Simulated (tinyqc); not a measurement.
# From energy u back to temperature T

Model: q-state Potts model on a small periodic square lattice: enumeration, Metropolis, heat-bath and Wolff steps. Computed by tinyqc, a small Python program. Command: `OMP_NUM_THREADS=1 python tinyqc.py 3111072 3111073 out.jsonl potts inv`. One thread of a shared host (Intel(R) Xeon(R) Processor @ 2.30GHz), about 0.02 s of CPU time with the checks.

E = -J x (number of nearest-neighbour bonds with equal states); n x n sites with periodic edges have 2 n^2 bonds. Order parameter m = (q f - 1)/(q - 1), f being the largest share of one state. Sites are numbered row by row from 0. Here q = 2 and n = 4.

Inputs (values chosen for the exercise, for a model of domains or grain orientations): number of states q = 2; edge n = 4; coupling J = 27 meV.

Constants: k_B = 8.617333262e-05 eV/K.

Method:
- K = J/(k_B T); the infinite square lattice orders at K_c = ln(1 + sqrt(q)); Wolff bond probability p = 1 - exp(-K).
- All q^(n^2) states are counted by their number b of equal bonds; weights g(b) exp(K b), K = J/(k_B T). Per site: u = -J <b>/n^2, c/k_B = K^2 (<b^2> - <b>^2)/n^2.
- ln Z = ln sum g(b) exp(K b); entropy per site s/k_B = (ln Z - K <b>)/n^2.

Question. A run gave the result below. Find the temperature T, known to lie between 310 and 1100 K.

energy u = -35.98466 meV/site

Answer.

Each step takes the trial c = (a f_b - b f_a)/(f_b - f_a), f being the result less the target and a, b, c the logarithms of the listed values; c replaces end b, the old b replaces a if the sign of f changed, and otherwise f_a is halved.

Scan of the range:
```
temperature T (K)  energy u (meV/site)
310                           -50.8684
383                           -46.2257
473                           -40.5750
584                           -36.4376
721                           -33.8842
891                           -32.2319
1100                          -31.0847
```

False position (Illinois rule, in the logarithm of the input) inside the bracket:
```
step    end a    end b    trial  energy u (meV/site)
1     584.000  721.000  606.244             -35.8902
2     584.000  606.244  599.608             -36.0463
3     606.244  599.608  602.220             -35.9842
4     599.608  602.220  602.200             -35.9847
5     599.608  602.200  602.200             -35.9847
6     602.200  602.200  602.200             -35.9847
```

Energy u rises at every point of a 13-point scan of the range (every second point is shown), so one value fits; it is bracketed by 584 and 721. Answer: temperature T = 602.2 K.
